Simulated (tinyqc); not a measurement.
Collinear exchange A + BC -> AB + C on a London-Eyring-Polanyi-Sato surface: saddle, string of images and rate: one step, computed by the program tinyqc.

x = r(AB), y = r(BC), r(AC) = x + y. V is counted from separated atoms, the barrier from A + BC, that is V + D(BC).

Problem. One point of the surface. For each pair, with u = exp(-beta (r - r0)): Q = D [(3 + S) u^2 - (2 + 6 S) u]/(4 (1 + S)), J = D [(1 + 3 S) u^2 - (6 + 2 S) u]/(4 (1 + S)); V = Q1 + Q2 + Q3 - sqrt(((J1 - J2)^2 + (J2 - J3)^2 + (J3 - J1)^2)/2). Take x = r0(AB) + 0.3 and y = r0(BC) + 0.1 angstrom.

Inputs (values chosen for the exercise, bond data loosely for abstraction of hydrogen from a Si-H bond by a hydrogen atom; the barrier is not fitted):
```
quantity,value,unit
D(AB),4.83,eV
r0(AB),0.742,angstrom
beta(AB),1.94,1/angstrom
D(BC),4,eV
r0(BC),1.48,angstrom
beta(BC),1.52,1/angstrom
D(AC),4.15,eV
r0(AC),1.48,angstrom
beta(AC),1.52,1/angstrom
Sato parameter S,0.08,-
```

Give: the table «Pair terms» with the columns u, Q (eV), J (eV), for pair = AB, BC, AC; V.

Solution.

Pair terms:
```
pair,u,Q (eV),J (eV)
AB,0.5588,-0.4742,-3.416
BC,0.8590,0.1318,-4.052
AC,0.1763,-0.3280,-1.006
```

V = -3.453 eV
